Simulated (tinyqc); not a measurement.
Inside a calculation: Shockley state of an s-p chain by decimation. Values are carried at full precision from step to step, so a last printed digit may differ when a step is redone from the rounded ones.

Each site has s at -d/2 and p at +d/2: H0 = diag(-d/2, d/2). The block to the next site on the right is H1 = [[-ts, u], [-u, tp]] (rows s, p of site n; columns s, p of site n + 1). Bulk: H(k) = [[-d/2 - 2 ts cos k, 2i u sin k], [-2i u sin k, d/2 + 2 tp cos k]]. The bands are inverted at k = pi if d < 2 (ts + tp).

Values chosen for the exercise: d = 5.31 eV (Ep - Es); ts = 0.65 eV (s-s hopping); tp = 1.13 eV (p-p hopping); u = 0.49 eV (s-p hopping); E = -0.05 eV (energy); eta = 0.02 eV (broadening).

## Bulk bands

Levels and s weight of the lower band at k = j pi/6.

Bands:
```
k/pi   lower (eV)  upper (eV)  s weight, lower
0.000     -3.9550      4.9150            1.000
0.167     -3.8093      4.6407            0.997
0.333     -3.4052      3.8852            0.986
0.500     -2.8301      2.8301            0.969
0.667     -2.1984      1.7184            0.951
0.833     -1.6322      0.8008            0.958
1.000     -1.3550      0.3950            1.000
```

The lower band is s-like at k = 0 and s-like at pi: no inversion, an ordinary gap.

## First round of decimation

Decimation (Sancho-Rubio) at z = E + i eta: start with es = e = H0, A = H1, B = H1^T. Each round forms g = (z - e)^-1 and sets es += A g B, e += A g B + B g A, A = A g A, B = B g B, doubling the length covered. Stop when all |A| < 1e-10. Surface G = (z - es)^-1, bulk G = (z - e)^-1; densities -Im tr G/pi.

Carry out one round.

g (1/eV), rows s, p and columns alike:
```
[[0.3839-0.0029i, 0.0000],
 [0.0000, -0.3697-0.0027i]]
```

es (eV), rows s, p and columns alike:
```
[[-2.5816-0.0019i, -0.0824-0.0025i],
 [-0.0824-0.0025i, 2.2751-0.0042i]]
```

e (eV), rows s, p and columns alike:
```
[[-2.5082-0.0038i, 0.0000],
 [0.0000, 1.8953-0.0084i]]
```

A (eV), rows s, p and columns alike:
```
[[0.2509-0.0006i, -0.3269-0.0006i],
 [0.3269+0.0006i, -0.5642-0.0028i]]
```

## Course of the decimation

All rounds.

Rounds:
```
round  sites covered  largest |A| (eV)  surface density (1/eV)
1                  2             0.564                 0.00251
2                  4             0.207                 0.00298
3                  8            0.0317                 0.00311
4                 16          0.000754                 0.00311
5                 32          4.27e-07                 0.00311
6                 64          1.37e-13                 0.00311
```

surface G (1/eV), rows s, p and columns alike:
```
[[0.3877-0.0037i, 0.0276+0.0011i],
 [0.0276+0.0011i, -0.4554-0.0061i]]
```

densities (1/eV): surface 0.00311, bulk 0.00592

Converged in 6 rounds. E lies inside the bulk gap (-1.355 to 0.395 eV); once |A| is small it falls roughly as its square in each round, up to a factor.

## Checks

- Surface G against the Dyson relation G = (z - H0 - H1 G H1^T)^-1: they agree to 1e-10 or better.

Computed by tinyqc, a small Python program: `OMP_NUM_THREADS=1 python tinyqc.py 1480640 1480641 out.jsonl` (the numbers bound the seed that draws the inputs); one thread of a shared host (Intel(R) Xeon(R) Processor @ 2.30GHz), about 0.1 s for the whole set of steps.
